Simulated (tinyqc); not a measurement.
Short-channel transistor, virtual-source model with series resistance: one step of the calculation.

The current per gate width is the charge at the top of the source barrier (the virtual source) times its velocity times a saturation function; al and be are fitting constants of the model. Units: I in uA/um, Rs in ohm um, so I Rs = 1e-6 I Rs in volts; Q in uC/cm^2, so I = 1e-4 Q vx0 Fsat with vx0 in cm/s.

Problem. What the series resistance costs. Intrinsic voltages Vg' = Vgs - I Rs, Vd' = Vds - 2 I Rs. n = n0 + nd Vd', VT = VT0 - dl Vd', Ff = 1/(1 + exp((Vg' - VT + al Vt/2)/(al Vt))), Q = Cinv n Vt ln(1 + exp((Vg' - VT + al Vt Ff)/(n Vt))), Vdsat = (vx0 L/mu)(1 - Ff) + Vt Ff, Fsat = u/(1 + u^be)^(1/be) with u = Vd'/Vdsat, and I = Q vx0 Fsat per width. I0 is the current for Rs = 0. Effective velocity I/Q; transit time L Q/I.

Values chosen for this exercise: temperature T = 400 K; inversion capacitance Cinv = 1.27 uF/cm^2; velocity at the virtual source vx0 = 2.17e7 cm/s; apparent mobility mu = 450 cm^2/(V s); channel length L = 90 nm; threshold at zero drain voltage VT0 = 0.418 V; drain-induced barrier lowering dl = 0.156 V/V; subthreshold factor n0 = 1.28; growth of n with drain voltage nd = 0 1/V; threshold shift (in units of Vt) from weak to strong inversion al = 3.5; sharpness of saturation be = 1.8; series resistance of each contact Rs = 70 ohm um; gate voltage Vgs = 1.2 V; drain voltage Vds = 1.2 V.

Constants: q = 1.602176634e-19 C, kB = 1.380649e-23 J/K, Vt = kB T/q. Results are converted to the units shown.

converged I = 1926.4326 uA/um
I0 = 2459.3725 uA/um

Give: loss against I0; effective velocity; transit time.

Solution.

loss against I0 = 21.670 %
effective velocity = 1.9143e7 cm/s
transit time = 0.47014 ps

The carriers leave the virtual source at 88.2 % of vx0: the device is in saturation.

Numbers from tinyqc (`OMP_NUM_THREADS=1 python tinyqc.py 2380016 2380017 out.jsonl`; about 0.01 s on one thread of a shared Intel Xeon 2.30GHz).
